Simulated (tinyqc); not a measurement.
Deformation-potential model of the Delta valleys of a conduction band: one step. Piezoresistance from repopulation.

Constants: kB = 8.617333262e-05 eV/K.

Values chosen for the exercise (near those of Si; the results hold for these values, not for the real material): ml = 0.883 m0 (longitudinal mass); mt = 0.196 m0 (transverse mass); Xu = 8.93 eV (uniaxial potential); T = 150 K (temperature).

s11, s12, s44 (1/TPa): 7.565059  -2.059580  12.578616

Problem. For small stress d(rho)/rho = pi X. For valleys on the cube axes pi11 = -(2/3) Xu (s11 - s12)/kT x (K - 1)/(2K + 1), pi12 = -pi11/2, pi44 = 0, K = ml/mt. For stress along [110]: pi_l = (pi11 + pi12 + pi44)/2 with the current along it and pi_t = (pi11 + pi12 - pi44)/2 with the current along [1-10]. 1/GPa = 100 x 1e-11/Pa.

Give: K; pi11, pi12, pi44; pi_l, pi_t for [110].

Solution.

K = 4.505

pi11, pi12, pi44 (1e-11/Pa): -155.2  77.6  0.0

pi_l, pi_t for [110] (1e-11/Pa): -38.8  -38.8

Only the transfer between valleys is counted; changes of mass and of intervalley scattering add to it in a real crystal.

tinyqc: `OMP_NUM_THREADS=1 python tinyqc.py 1080754 1080755 out.jsonl`; about 0.03 s, one thread, shared Intel(R) Xeon(R) Processor @ 2.30GHz.
